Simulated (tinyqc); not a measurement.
Gas flow in a process chamber: flow regimes, conductance, effective pumping speed, pump-down, outgassing and purge. Inputs raised by 5 %, one at a time. Computed by tinyqc, a small Python program. Command: `OMP_NUM_THREADS=1 python tinyqc.py 3121341 3121342 out.jsonl pump sens`. One thread of a shared host (Intel(R) Xeon(R) Processor @ 2.30GHz), about 0.01 s of CPU time with the checks.

Ideal gas, isothermal flow, a pump of constant speed at the end of a round pipe; process gas, volume gas and outgassing are given the same properties. 1 sccm = 101325 Pa x 1e-6 m^3/60 s x T/273.15 K.

Inputs (values chosen for the exercise, modelled on oxygen near room temperature):

| quantity | value | unit |
|---|---|---|
| molar mass M | 32 | g/mol |
| molecular diameter | 0.36 | nm |
| viscosity eta | 20.6 | micropascal s |
| temperature T | 350 | K |
| chamber volume V | 29 | L |
| wall area | 1.5 | m^2 |
| pipe diameter d | 16 | cm |
| pipe length l | 120 | cm |
| pump speed S | 330 | L/s |
| process gas flow | 980 | sccm |
| outgassing rate after 1 h | 1.2e-06 | Pa m^3/(s m^2) |
| outgassing exponent n | 1 | - |
| target base pressure | 2e-05 | Pa |

Constants: k_B = 1.380649e-23 J/K; u = 1.6605390666e-27 kg.

Method:
- Mean speed c = sqrt(8 k_B T/(pi m)); aperture conductance C_a = c pi d^2/16; molecular pipe C_m = C_a/(1 + 3 l/(4 d)) (Dushman form); viscous pipe C_v = pi d^4 p_mean/(128 eta l); Knudsen interpolation C = C_v + C_m (1 + x)/(1 + 1.24 x), x = d p_mean sqrt(m/(k_B T))/eta.
- Effective speed 1/S_eff = 1/S + 1/C_m; time constant V/S_eff; pressure at which the free path k_B T/(sqrt2 pi d_m^2 p) equals d.
- Steady flow: the pump inlet is at p_2 = Q/S, and the chamber pressure p_1 solves Q = C((p_1 + p_2)/2) (p_1 - p_2). Residence time = p_1 V/Q.
- Knudsen number = free path at the mean pressure over d.
- From the outgassing limit: t = 1 h x (q_1 A/(S_eff p_target))^(1/n) - 10 s; monolayer time at the target = 1e19 m^-2 x 4 k_B T/(p c) for unit sticking.

Runs:

| input moved | from | to | chamber pressure p_1 (Pa) | residence time (s) | time to the target (h) | conductance C (L/s) |
|---|---|---|---|---|---|---|
| base run | - | - | 6.885 | 0.09415 | 0.5164 | 4625 |
| molar mass M (g/mol) | 32 | 33.6 | 6.885 | 0.09416 | 0.5225 | 4618 |
| chamber volume V (L) | 29 | 30.45 | 6.885 | 0.09886 | 0.5164 | 4625 |
| pipe diameter d (cm) | 16 | 16.8 | 6.807 | 0.09308 | 0.4845 | 5572 |
| pipe length l (cm) | 120 | 126 | 6.906 | 0.09445 | 0.5269 | 4414 |
| pump speed S (L/s) | 330 | 346.5 | 6.598 | 0.09024 | 0.5035 | 4433 |
| outgassing rate after 1 h (Pa m^3/(s m^2)) | 1.2e-06 | 1.26e-06 | 6.885 | 0.09415 | 0.5424 | 4625 |
| outgassing exponent n | 1 | 1.05 | 6.885 | 0.09415 | 0.5329 | 4625 |

Exponents ln(y'/y) / ln(x'/x):

| input | chamber pressure p_1 | residence time | time to the target | conductance C |
|---|---|---|---|---|
| molar mass M | 0.002 | 0.002 | 0.240 | -0.031 |
| chamber volume V | 0.000 | 1.000 | 0.000 | 0.000 |
| pipe diameter d | -0.233 | -0.233 | -1.309 | 3.815 |
| pipe length l | 0.065 | 0.065 | 0.411 | -0.959 |
| pump speed S | -0.870 | -0.870 | -0.522 | -0.872 |
| outgassing rate after 1 h | 0.000 | 0.000 | 1.005 | 0.000 |
| outgassing exponent n | 0.000 | 0.000 | 0.643 | 0.000 |

Among the inputs moved here: chamber pressure p_1 answers most in size to pump speed S (exponent -0.870), next to pipe diameter d (-0.233); its exponent is below 0.0005 for chamber volume V, outgassing rate after 1 h, outgassing exponent n. Residence time answers most in size to chamber volume V (exponent +1.000), next to pump speed S (-0.870); its exponent is below 0.0005 for outgassing rate after 1 h, outgassing exponent n. Time to the target answers most in size to pipe diameter d (exponent -1.309), next to outgassing rate after 1 h (+1.005); its exponent is below 0.0005 for chamber volume V. conductance C answers most in size to pipe diameter d (exponent +3.815), next to pipe length l (-0.959); its exponent is below 0.0005 for chamber volume V, outgassing rate after 1 h, outgassing exponent n.
